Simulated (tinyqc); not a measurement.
# Worked calculation: Schottky diode by thermionic emission with image-force lowering and series resistance

tinyqc, about 0.01 s, one thread, Intel Xeon 2.30GHz (shared host): `OMP_NUM_THREADS=1 python tinyqc.py 2640128 2640129 out.jsonl` Printed values are rounded.

Metal on an n-type semiconductor with one parabolic valley; V > 0 is forward bias (metal positive). I = I0 [exp(Vj/(n Vt)) - 1] with Vj = V - I Rs; I0 = S A* T^2 exp(-(phi - dphi)/Vt), the lowering dphi taken at zero bias.

Values chosen for this exercise; band and dielectric values those of a made-up semiconductor:
- T = 250 K (temperature)
- me = 0.0787 m0 (electron mass)
- eps_r = 9.8 (relative permittivity)
- phi = 0.55 eV (barrier height seen from the metal)
- Nd = 2e16 cm^-3 (donor density)
- S = 0.0073 cm^2 (area)
- n = 1.03 (ideality factor)
- Rs = 38 ohm (series resistance)
- V = 0.42 V (applied bias)

Constants: q = 1.602176634e-19 C, kB = 1.380649e-23 J/K, h = 6.62607015e-34 J s, m0 = 9.1093837015e-31 kg, Vt = kB T/q, eps0 = 8.8541878128e-14 F/cm where lengths are in cm. Results are converted to the units shown.

## Saturation current

A* = 4 pi q me m0 kB^2/h^3 (times 1e-4 for A/(cm^2 K^2)); Nc = 2 (2 pi me m0 kB T/h^2)^1.5 (times 1e-6 for cm^-3); xi = Vt ln(Nc/Nd), Vbi = phi - xi; surface field Em = sqrt(2 q Nd (Vbi - V - Vt)/(eps0 eps_r)); dphi = sqrt(q Em/(4 pi eps0 eps_r)). Here V = 0 in Em.

A* = 9.45763 A/(cm^2 K^2)
Nc = 4.21466e17 cm^-3
Vbi = 0.484336 V
Em = 58.4643 kV/cm
dphi = 29.3095 meV
I0 = 1.37508e-7 A

The lowering raises I0 by a factor of 3.90.

## Iteration 1: junction voltage

Vj at the start = 0.28 V

Fixed-point step: I = (V - Vj)/Rs, then Vj(new) = n Vt ln(1 + I/I0).

Vj after iteration 1 = 0.226244 V

## Iteration 2: junction voltage

As before.

Vj after iteration 2 = 0.233454 V

## Course of the iteration

Stop when Vj changes by less than 1e-10 V, or after 50 iterations.

Course of the iteration:
```
iteration    Vj (V)  change (V)
1          0.226244      0.0538
2          0.233454     7.21e-3
3          0.232613     8.42e-4
4          0.232713     9.99e-5
5          0.232701     1.18e-5
6          0.232702     1.40e-6
7          0.232702     1.66e-7
8          0.232702     1.97e-8
9          0.232702     2.33e-9
10         0.232702    2.76e-10
11         0.232702    3.27e-11
```

Converged in 11 iterations. The error shrinks by n Vt/(Rs (I + I0)) = 0.12 a step near the solution.

## Current and small-signal resistance

converged Vj = 0.232702 V

I = I0 [exp(Vj/(n Vt)) - 1], dV/dI = Rs + n Vt/(I + I0).

I = 4.92889 mA
drop over Rs = 0.187298 V
dV/dI = 42.5018 ohm
